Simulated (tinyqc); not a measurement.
Admittance spectroscopy of a deep trap: effect of the trap density.

Schottky contact on an n-type layer with shallow donors Nd (all ionised) and a donor-like deep trap, neutral when filled and positive when empty; depletion approximation. Traps within lam of the depletion edge stay filled. The traps at xt = W - lam, where the level crosses the Fermi level, follow a slow signal and not a fast one. w = 2 pi f.

Emission rate en = sn vth(T) Nc(T) exp(-Et/kB T) = sn g T^2 exp(-Et/kB T), g = vth Nc/(300 K)^2, as vth goes as T^0.5 and Nc as T^1.5 (degeneracy factor 1). lam = sqrt(2 eps0 eps_r (EF - ET)/(q Nd)), EF - ET = Et - (kB T/q) ln(Nc(T)/Nd), Nc(T) = Nc (T/300 K)^1.5. In the steady state at the band bending V, 2 eps0 eps_r V/q = Nd W^2 + Nt (W - lam)^2 (the second term only if W > lam). V = Vbi + Vr. C_HF = eps0 eps_r/W, C_LF = eps0 eps_r (Nd + Nt)/(Nd W + Nt xt). Inflection frequency w0 = 2 en [1 + Nt xt/(Nd W)]; C = C_HF + (C_LF - C_HF)/(1 + (w/w0)^2), G/w = (C_LF - C_HF)(w/w0)/(1 + (w/w0)^2).

Values chosen for this exercise; material values close to those of germanium: relative permittivity eps_r = 16.2; conduction-band density of states at 300 K Nc = 1.03e19 cm^-3; thermal velocity at 300 K vth = 3.4e7 cm/s; shallow donor density Nd = 9.4e15 cm^-3; built-in voltage Vbi = 0.46 V; depth of the trap below the conduction edge Et = 0.24 eV; capture cross-section sn = 4.4e-17 cm^2; reverse bias Vr = 0 V; temperature T = 292 K.

Constants: q = 1.602176634e-19 C, kB = 1.380649e-23 J/K, eps0 = 8.8541878128e-14 F/cm where lengths are in cm. Results are converted to the units shown.

Effect of the trap density:
```
Nt (cm^-3)  W (nm)  step (% of C_HF)  w0/(2 en)
1.8e14       294.9            0.7134      1.012
3.7e14       293.8             1.454      1.024
7.6e14       291.5             2.937      1.050
1.6e15       287.0             5.972      1.104
3.3e15       278.8             11.56      1.211
6.8e15       265.4             21.34      1.420
1.4e16       246.0             37.06      1.816
3e16         221.3             61.98      2.588
```

Read the table: what changes, and by how much?

The step rises from 0.713 to 62.0 %, as Nt^(0.99) between the first two rows and Nt^(0.67) between the last two, and w0/(2 en) rises from 1.01 to 2.59: for Nt near Nd the rule w0 = 2 en overstates the cross-section by that factor.

Program tinyqc, `OMP_NUM_THREADS=1 python tinyqc.py 2050078 2050079 out.jsonl`; Intel Xeon 2.30GHz, shared host, one thread, about 0.01 s.
